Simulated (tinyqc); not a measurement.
RKS/LDA (PW92) in the sto-6g basis, for H3+, spin multiplicity 1, step by step. Computed by tinyqc, a small Python program that keeps every step (integrals from PySCF). Settings: charge = 1, multiplicity = 1, basis = sto-6g, energy threshold = 1e-10, iteration cap = 73, orthogonalisation = symmetric, start = core, DIIS depth = 6, method = RKS, functional = lda,pw, grid = [30, 14]. Command: `OMP_NUM_THREADS=1 python tinyqc.py 22472 22473 out.jsonl` (the two numbers bound the seeds that draw the settings). One thread of a shared host (Intel(R) Xeon(R) Processor @ 2.60GHz), about 0.3 s of CPU time with the checks. Later iterations appear only in the table of the cycle.

## One-electron integrals

Geometry (angstrom):
```
atom         x         y          z
H     0.000000  0.000000   0.000000
H     0.000000  0.000000   0.757000
H     0.000000  0.324000  -0.684000
```

Basis sto-6g: exponents (1/bohr^2) and contraction coefficients of normalised primitives:
```
element  l (shell)   exponent  coefficient
H            s (1)  35.523221     0.009164
H            s (1)   6.513144     0.049361
H            s (1)   1.822143     0.168538
H            s (1)   0.625955     0.370563
H            s (1)   0.243077     0.416492
H            s (1)   0.100112     0.130334
```

Overlap, kinetic and nuclear-attraction integrals over the contracted functions; the nuclear repulsion is the sum of Za Zb / Rab.

nuclear repulsion = 1.75650710 hartree

overlap S, lower triangle:
```
          1H 1s     2H 1s     3H 1s
1H 1s  1.000000
2H 1s  0.648630  1.000000
3H 1s  0.648723  0.265448  1.000000
```

kinetic energy T (hartree), lower triangle:
```
          1H 1s     2H 1s     3H 1s
1H 1s  0.768522
2H 1s  0.224994  0.768522
3H 1s  0.225077  0.011312  0.768522
```

nuclear attraction V (hartree), lower triangle:
```
           1H 1s      2H 1s      3H 1s
1H 1s  -2.526077
2H 1s  -1.473227  -2.239481
3H 1s  -1.473502  -0.559086  -2.239572
```

core Hamiltonian H = T + V (hartree), lower triangle:
```
           1H 1s      2H 1s      3H 1s
1H 1s  -1.757555
2H 1s  -1.248233  -1.470959
3H 1s  -1.248424  -0.547773  -1.471050
```

## Two-electron integrals

Functions are numbered as in S; the eight-fold symmetry (ij|kl) = (ji|kl) = (kl|ij) leaves the list below.

Two-electron integrals (ij|kl) in chemists' order, unique and non-zero (hartree):
```
(11|11) 0.774999   (21|11) 0.434762   (21|21) 0.286153   (22|11) 0.563612
(22|21) 0.434762   (22|22) 0.774999   (31|11) 0.434843   (31|21) 0.230316
(31|22) 0.287157   (31|31) 0.286246   (32|11) 0.168056   (32|21) 0.101298
(32|22) 0.143133   (32|31) 0.101313   (32|32) 0.040168   (33|11) 0.563666
(33|21) 0.287129   (33|22) 0.350636   (33|31) 0.434843   (33|32) 0.143133
(33|33) 0.774999
```

## Orthogonalisation

S = U s U^T; symmetric (Loewdin) form X = U s^(-1/2) U^T, so that X^T S X = 1.

eigenvalues of S: 0.205806  0.734552  2.059643

X, lower triangle:
```
           1H 1s     2H 1s     3H 1s
1H 1s   1.558477
2H 1s  -0.527433  1.254647
3H 1s  -0.527552  0.087919  1.254752
```

## Starting guess

The start is the orbitals of the core Hamiltonian; D = 2 C_occ C_occ^T.

D at the start, lower triangle:
```
          1H 1s     2H 1s     3H 1s
1H 1s  1.004625
2H 1s  0.297555  0.088131
3H 1s  0.297680  0.088168  0.088205
```

## Iteration 1: exchange-correlation on the grid

Becke grid with 30 radial and 14 angular points per atom, points of zero weight dropped. rho = sum D_ij phi_i phi_j; V_xc,ij = sum w v_xc phi_i phi_j; v_xc is d(rho eps)/d rho.

The 12 grid points with the largest w rho, of 1236 (bohr, atomic units):
```
x                  y          z         w       rho     eps_xc       v_xc
-0.621731  -0.621731  -0.621731  0.207516  0.064738  -0.346673  -0.452628
0.621731   -0.621731  -0.621731  0.207516  0.064738  -0.346673  -0.452628
1.076870    0.000000   0.000000  0.196138  0.065421  -0.347787  -0.454094
-1.076870   0.000000   0.000000  0.196138  0.065421  -0.347787  -0.454094
-0.511455  -0.511455  -0.511455  0.127374  0.099832  -0.395856  -0.517364
0.511455   -0.511455  -0.511455  0.127374  0.099832  -0.395856  -0.517364
-1.295762   0.000000   0.000000  0.320502  0.039506  -0.298206  -0.388922
1.295762    0.000000   0.000000  0.320502  0.039506  -0.298206  -0.388922
0.748108   -0.748108  -0.748108  0.320843  0.039218  -0.297544  -0.388052
-0.748108  -0.748108  -0.748108  0.320843  0.039218  -0.297544  -0.388052
0.000000    1.076870   0.000000  0.168801  0.074380  -0.361712  -0.472414
0.511455    0.511455   0.511455  0.108417  0.113742  -0.412038  -0.538680
```

electrons on the grid, sum of w rho = 1.997626

E_xc = sum of w rho eps_xc = -0.67136039 hartree

V_xc (hartree), lower triangle:
```
           1H 1s      2H 1s      3H 1s
1H 1s  -0.476952
2H 1s  -0.267589  -0.356939
3H 1s  -0.265592  -0.100922  -0.354814
```

## Iteration 1: building the Kohn-Sham matrix

J_ij = sum D_kl (ij|kl); F = H + J + V_xc; E = tr D H + tr D J / 2 + E_xc + E_nn.

Coulomb J (hartree), lower triangle:
```
          1H 1s     2H 1s     3H 1s
1H 1s  1.425228
2H 1s  0.825692  1.120382
3H 1s  0.825865  0.321757  1.120536
```

Kohn-Sham matrix F (hartree), lower triangle:
```
           1H 1s      2H 1s      3H 1s
1H 1s  -0.809279
2H 1s  -0.690130  -0.707516
3H 1s  -0.688152  -0.326938  -0.705329
```

total energy of this density = -1.18801977 hartree

## Iteration 1: diagonalisation and new density

Diagonalise F' = X^T F X, C = X C', fill 1 alpha and 1 beta electrons from the bottom; D = 2 C_occ C_occ^T. Each column has its largest component positive (the first on a tie).

F' = X^T F X (hartree), lower triangle:
```
           1          2          3
1  -0.274550
2  -0.429503  -0.439240
3  -0.427190   0.077877  -0.438247
```

orbital energies (hartree): MO1 -0.925022, MO2 -0.516616, MO3 0.289601

coefficients C:
```
            MO1        MO2        MO3
1H 1s  0.516218   0.000029   1.648898
2H 1s  0.338251  -0.822682  -1.033844
3H 1s  0.332253   0.827382  -1.032226
```

D after iteration 1, lower triangle:
```
          1H 1s     2H 1s     3H 1s
1H 1s  0.532963
2H 1s  0.349223  0.228827
3H 1s  0.343030  0.224770  0.220784
```

## Iteration 2: exchange-correlation on the grid

As before.

The 12 grid points with the largest w rho, of 1236 (bohr, atomic units):
```
x                  y          z         w       rho     eps_xc       v_xc
0.000000    1.076870   0.000000  0.168801  0.065936  -0.348623  -0.455192
0.621731   -0.621731  -0.621731  0.207516  0.051771  -0.323804  -0.422557
-0.621731  -0.621731  -0.621731  0.207516  0.051771  -0.323804  -0.422557
-0.511455   0.511455   0.511455  0.108417  0.097836  -0.393409  -0.514142
0.511455    0.511455   0.511455  0.108417  0.097836  -0.393409  -0.514142
1.295762    0.000000   0.000000  0.320502  0.032938  -0.282173  -0.367870
-1.295762   0.000000   0.000000  0.320502  0.032938  -0.282173  -0.367870
0.000000    1.295762   0.000000  0.241580  0.043148  -0.306318  -0.399578
0.748108   -0.748108  -0.748108  0.320843  0.032421  -0.280820  -0.366094
-0.748108  -0.748108  -0.748108  0.320843  0.032421  -0.280820  -0.366094
-1.076870   0.000000   0.000000  0.196138  0.052882  -0.325909  -0.425323
1.076870    0.000000   0.000000  0.196138  0.052882  -0.325909  -0.425323
```

electrons on the grid, sum of w rho = 1.997787

E_xc = sum of w rho eps_xc = -0.63078288 hartree

V_xc (hartree), lower triangle:
```
           1H 1s      2H 1s      3H 1s
1H 1s  -0.455000
2H 1s  -0.266029  -0.378444
3H 1s  -0.263400  -0.100850  -0.374459
```

## Iteration 2: building the Kohn-Sham matrix

As before.

Coulomb J (hartree), lower triangle:
```
          1H 1s     2H 1s     3H 1s
1H 1s  1.343998
2H 1s  0.798002  1.120149
3H 1s  0.796260  0.312237  1.114973
```

Kohn-Sham matrix F (hartree), lower triangle:
```
           1H 1s      2H 1s      3H 1s
1H 1s  -0.868556
2H 1s  -0.716260  -0.729254
3H 1s  -0.715564  -0.336386  -0.730537
```

total energy of this density = -1.21553252 hartree

## Iteration 2: DIIS over 2 matrices

error matrix X^T (FDS - SDF) X:
```
          1          2          3
1  0.000000  -0.042228  -0.038957
2  0.042228   0.000000   0.002179
3  0.038957  -0.002179   0.000000
```

B (overlaps of the stored error matrices):
```
                1               2
1   1.6473891e-01  -3.2969885e-02
2  -3.2969885e-02   6.6112861e-03
```

Minimise |sum c_i e_i|^2 with sum c_i = 1: solve [B -1; -1 0][c; lambda] = [0; -1] with B_ij = tr e_i^T e_j, and take F = sum c_i F_i.

DIIS coefficients: 0.166805  0.833195

extrapolated F (hartree), lower triangle:
```
           1H 1s      2H 1s      3H 1s
1H 1s  -0.858669
2H 1s  -0.711902  -0.725628
3H 1s  -0.710992  -0.334810  -0.726332
```

## Iteration 2: diagonalisation and new density

As before.

F' = X^T F X (hartree), lower triangle:
```
           1          2          3
1  -0.336426
2  -0.428482  -0.452457
3  -0.426327   0.078962  -0.454679
```

orbital energies (hartree): MO1 -0.960259, MO2 -0.532534, MO3 0.249231

coefficients C:
```
            MO1        MO2        MO3
1H 1s  0.548724  -0.003661   1.638364
2H 1s  0.315283  -0.822323  -1.041362
3H 1s  0.314243   0.827748  -1.037558
```

D after iteration 2, lower triangle:
```
          1H 1s     2H 1s     3H 1s
1H 1s  0.602196
2H 1s  0.346006  0.198807
3H 1s  0.344865  0.198151  0.197497
```

## Iteration 6 (converged): orbitals

converged F (hartree), lower triangle:
```
           1H 1s      2H 1s      3H 1s
1H 1s  -0.859111
2H 1s  -0.712351  -0.726648
3H 1s  -0.711015  -0.334890  -0.726193
```

As before.

F' = X^T F X (hartree), lower triangle:
```
           1          2          3
1  -0.337013
2  -0.428406  -0.453606
3  -0.426190   0.078949  -0.454536
```

orbital energies (hartree): MO1 -0.960659, MO2 -0.533021, MO3 0.248526

coefficients C:
```
            MO1        MO2        MO3
1H 1s  0.548767  -0.002151   1.638352
2H 1s  0.316208  -0.822514  -1.040930
3H 1s  0.313260   0.827556  -1.038009
```

D after iteration 6, lower triangle:
```
          1H 1s     2H 1s     3H 1s
1H 1s  0.602291
2H 1s  0.347050  0.199975
3H 1s  0.343814  0.198111  0.196264
```

## Convergence

Stop when the energy changes by less than 1e-10 hartree and every element of the error matrix X^T (F D S - S D F) X is below 3e-06.

Course of the cycle:
```
iteration  E (hartree)     change  largest element of the error matrix
1          -1.18801977          -                             2.05e-01
2          -1.21553252  -2.75e-02                             4.22e-02
3          -1.21667348  -1.14e-03                             1.33e-03
4          -1.21667562  -2.14e-06                             2.59e-05
5          -1.21667562  -3.87e-10                             8.28e-09
6          -1.21667562  -1.33e-15                             4.12e-09
```

PySCF RKS in the same basis, fine grid = -1.21619192 hartree

Converged in 6 iterations. The coarse grid moves the energy by -4.84e-04 hartree.

## Populations, bond orders and dipole

Mulliken: Z minus the diagonal of D S on the atom; Loewdin: the same with S^(1/2) D S^(1/2); Mayer order: 2 sum_s sum (D(s) S)_ij (D(s) S)_ji over the two atoms.

Charges (e):
```
atom   Mulliken   Loewdin
1H    -0.050438  0.031515
2H     0.522330  0.481702
3H     0.528108  0.486783
```

Mayer bond orders:
```
pair     order
2-1   0.501763
3-1   0.495693
3-2   0.225409
```

dipole moment about the origin, x y z (debye): 0.000000  0.821862  0.164164
